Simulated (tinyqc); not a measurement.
Spectrum around the gap: Franz-Keldysh effect at a direct gap.

Parabolic bands, vertical transitions, no excitons. For each hole band j: mr = me mj/(me + mj); joint density of states J_j(E) = (mr/c)^(3/2) sqrt(E - Eg)/(2 pi^2), both spins, c = hbar^2/2m0; averaged matrix element |e.p|^2 = m0 Ep/6; alpha_j(E) = 4 pi^2 alpha_f c Ep J_j/(3 nr E) in 1/angstrom (alpha_f the fine-structure constant, listed as alpha among the constants), times 1e8 for 1/cm.

In a field Fd (1 kV/cm = 1e-5 V/angstrom) the electro-optic energy of band j is th = (c (e Fd)^2/mr)^(1/3), and sqrt(E - Eg) in J_j is replaced by pi sqrt(th) [Ai'(b)^2 - b Ai(b)^2] with b = (Eg - E)/th; Ai is the Airy function.

Constants: hbar^2/2m0 = 3.80998211 eV angstrom^2; fine-structure constant alpha = 0.007297352564.

Values chosen for the exercise (near those of InP; shifted at random, so the results belong to these values and not to a real crystal): Eg = 1.337 eV (direct gap); me = 0.0782 m0 (electron mass); mhh = 0.571 m0 (heavy-hole mass); mlh = 0.088 m0 (light-hole mass); Ep = 21.5 eV (Kane energy); nr = 3.33 (refractive index); Fd = 65 kV/cm (uniform field).

Absorption (1/cm):
```
E - Eg (eV)  alpha(0)   alpha(F)  change
-0.0715             0      2.505       3
-0.0572             0      10.73      11
-0.0429             0      41.77      42
-0.0286             0      145.5     145
-0.0143             0      444.4     444
0.0000              0       1166    1166
0.0143           3769       2566   -1202
0.0286           5274       4634    -640
0.0429           6392       6737     345
0.0572           7305       7925     620
0.0715           8085       8118      33
0.0858           8767       8454    -313
0.1144           9924  1.005e+04     129
0.1430          10881  1.094e+04      64
```

At the gap alpha(F) = 1166 1/cm; 57.2 meV below it 10.7 1/cm remain, the tail falling as exp(-(4/3) b^(3/2)). Among the energies listed the largest rise is 1166 1/cm at E - Eg = 0.0 meV and the largest fall -1202 1/cm at 14.3 meV. It changes sign between 0.0 and 14.3 meV, between 28.6 and 42.9 meV, between 71.5 and 85.8 meV and between 85.8 and 114.4 meV; th is 28.6 meV for heavy holes and 33.9 meV for light holes.

(tinyqc, `OMP_NUM_THREADS=1 python tinyqc.py 1652441 1652442 out.jsonl`, Intel(R) Xeon(R) Processor @ 2.30GHz, 1 thread, shared host, about 0.01 s.)
